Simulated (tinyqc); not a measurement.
Arrhenius fit: deep-level transient spectroscopy (DLTS) of one majority-carrier trap. Computed by tinyqc, a small Python program. Command: `OMP_NUM_THREADS=1 python tinyqc.py 3007833 3007834 out.jsonl dlts walk`. One thread of a shared host (Intel(R) Xeon(R) Processor @ 2.30GHz), about 0.05 s of CPU time with the checks.

A filling pulse loads the traps in a one-sided junction; under reverse bias they empty at the rate e, and the capacitance relaxes as C(t) = C_0 - dC exp(-e t). The signal is S = [C(t_2) - C(t_1)]/dC.

Inputs (values chosen for the exercise, for a model semiconductor):
```
quantity                    value  unit
density-of-states mass m   0.0807   m_0
valleys M                       1     -
trap depth E_t              0.689    eV
cross-section sigma_0     5.4e-14  cm^2
degeneracy ratio g              1     -
gate time t_1              0.0003     s
ratio t_2/t_1                 2.5     -
```

Carriers: electrons. Extra term: none.

Constants: k_B = 8.617333262e-05 eV/K; k_B = 1.380649e-23 J/K; m_0 = 9.1093837015e-31 kg; h = 6.62607015e-34 J s.

Method:
- e = g sigma v N_b exp(-E/k_B T), v = sqrt(3 k_B T/m), N_b = 2 M (2 pi m k_B T/h^2)^(3/2), sigma = sigma_0, E = E_t.
- S(e) = exp(-e t_1) - exp(-e t_2) peaks at the rate window e_0 = ln(t_2/t_1)/(t_2 - t_1).
- t_1 is scaled by 0.1, 0.3, 1, 3, 10 and 30 at fixed t_2/t_1; each T_p by bisection.
- Least squares of ln(e_0/T_p^2) on 1/(k_B T_p): slope -E_a, intercept ln(gamma sigma_a) with gamma = v N_b/T^2 = sqrt(3 k_B/m) 2 M (2 pi m k_B/h^2)^(3/2). For comparison, the slope of ln e_0 alone.

Arrhenius data:
```
t_1 (s)    e_0 (1/s)  T_p (K)  1/(k_B T_p) (1/eV)  ln(e_0/T_p^2)
0.00003  2.03620e+04  428.335             27.0922       -2.19838
0.00009  6.78734e+03  406.663             28.5360       -3.19316
0.00030  2.03620e+03  385.200             30.1260       -4.28868
0.00090  6.78734e+02  367.425             31.5834       -5.29281
0.00300  2.03620e+02  349.670             33.1870       -6.39773
0.00900  6.78734e+01  334.851             34.6558       -7.40973
```

apparent depth E_a = 0.68900 eV

intercept = 16.468

gamma = 2.6280e+20 cm^-2 s^-1 K^-2

apparent cross-section = 5.4000e-14 cm^2

slope without T^2 = 0.75404 eV

What does the comparison show, and why?

The apparent depth is 0.6890 eV against E_t = 0.689 eV, and the apparent cross-section is 1.00 times sigma_0: both inputs are recovered. Leaving out the T^2 factor overstates the slope by 65 meV, about 2 k_B T_p.

Extremes, crossings and ranges named in words are read from the listed rows.
